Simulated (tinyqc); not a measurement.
Worked calculation: CIS on RHF in the 6-31g basis, for H3+, spin multiplicity 1. One step of it, computed by the program tinyqc.

Problem. CIS singlet states. Diagonalise A (1 hartree = 27.211386 eV); each vector has its largest component positive (the first on a tie). The transition dipole is mu = sqrt2 sum c_ia <i|r|a>.

CIS matrix A, singlet (hartree), order 1>2, 1>3, 1>4, 1>5, 1>6:
```
[[0.392721, 0.000000, -0.000002, -0.011703, -0.000001],
 [0.000000, 0.599327, 0.020483, -0.000001, -0.002788],
 [-0.000002, 0.020483, 1.218561, 0.000000, 0.000856],
 [-0.011703, -0.000001, 0.000000, 1.283443, 0.000001],
 [-0.000001, -0.002788, 0.000856, 0.000001, 1.382642]]
```

dipole integrals <i|r|a> (bohr), order 1>2, 1>3, 1>4, 1>5, 1>6:
```
[[0.000000, -0.681536, 1.206439],
 [0.000000, -0.673807, -0.380612],
 [0.000000, 0.110117, 0.062209],
 [0.000000, -0.016403, 0.029061],
 [0.000000, -0.089031, -0.050307]]
```

Give: singlet excitation energies; lowest vectors; oscillator strengths 2/3 w |mu|^2.

Solution.

singlet excitation energies (eV): [10.6823, 16.2898, 33.1770, 34.9284, 37.6240]

lowest vectors, order 1>2, 1>3, 1>4, 1>5, 1>6:
```
[[0.9999, 0.0000, 0.0000, -0.0131, 0.0000],
 [0.0000, 0.9994, 0.0330, 0.0000, -0.0034],
 [0.0000, -0.0330, 0.9994, 0.0000, 0.0048],
 [0.0131, 0.0000, 0.0000, 0.9999, 0.0000],
 [0.0000, 0.0036, -0.0047, 0.0000, 1.0000]]
```

oscillator strengths 2/3 w |mu|^2: [1.0054, 0.4831, 0.0167, 0.0004, 0.0181]
